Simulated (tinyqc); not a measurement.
Quantum well in an electric field by finite differences: one step. The tridiagonal Hamiltonian. Two cases, with inputs chosen for the exercise.

Question. Form the diagonal and the neighbouring elements; V in the grid already includes the field.

Finite differences on points z_i at the centres of cells of width h: H_ii = (c/h^2)(1/m_(i-1/2) + 1/m_(i+1/2)) + V_i, H_(i,i+1) = -(c/h^2)/m_(i+1/2), where m_(i+1/2) is the mean of the masses at the two points (the end values are repeated outwards), psi = 0 on the points beyond both ends, c = hbar^2/2m0. The field adds e F (z - z0) with z0 the middle of the structure; 1 kV/cm = 1e-5 eV/angstrom.

Constants: hbar^2/2m0 = 3.80998211 eV angstrom^2.

Give: diagonal H_ii; H_(i,i+1).

Case 1.

Values chosen (out of a larger set: near those of an InGaAs well in InP; not measured data): h = 40 angstrom (cell width of the coarse grid).

Grid:
```
i   z (angstrom)     V (eV)    m (m0)
1         20.000   0.185200  0.077400
2         60.000   0.194800  0.077400
3        100.000   0.204400  0.077400
4        140.000   0.214000  0.077400
5        180.000  -0.014400  0.040800
6        220.000  -0.004800  0.040800
7        260.000   0.004800  0.040800
8        300.000   0.014400  0.040800
9        340.000   0.262000  0.077400
10       380.000   0.271600  0.077400
11       420.000   0.281200  0.077400
12       460.000   0.290800  0.077400
```

Answer.

diagonal H_ii (eV): 0.2467  0.2563  0.2659  0.2851  0.0843  0.1119  0.1215  0.1131  0.3331  0.3331  0.3427  0.3523

H_(i,i+1) (eV): -0.0308  -0.0308  -0.0308  -0.0403  -0.0584  -0.0584  -0.0584  -0.0403  -0.0308  -0.0308  -0.0308

Case 2.

Values chosen (out of a larger set: near those of an InGaAs well in InP; not measured data): h = 13 angstrom (cell width of the coarse grid).

Grid:
```
i   z (angstrom)     V (eV)    m (m0)
1          6.500   0.217400  0.079400
2         19.500   0.222600  0.079400
3         32.500   0.227800  0.079400
4         45.500  -0.013000  0.041000
5         58.500  -0.007800  0.041000
6         71.500  -0.002600  0.041000
7         84.500   0.002600  0.041000
8         97.500   0.007800  0.041000
9        110.500   0.013000  0.041000
10       123.500   0.264200  0.079400
11       136.500   0.269400  0.079400
12       149.500   0.274600  0.079400
```

Answer.

diagonal H_ii (eV): 0.7853  0.7905  0.8862  0.9113  1.0919  1.0971  1.1023  1.1075  0.9373  0.9226  0.8373  0.8425

H_(i,i+1) (eV): -0.2839  -0.2839  -0.3745  -0.5499  -0.5499  -0.5499  -0.5499  -0.5499  -0.3745  -0.2839  -0.2839

Computed by tinyqc, one run a case: `OMP_NUM_THREADS=1 python tinyqc.py N N+1 out.jsonl` with N = 1250099, 1250576; one thread of a shared Intel(R) Xeon(R) Processor @ 2.30GHz, about 0.02 s a run at most.
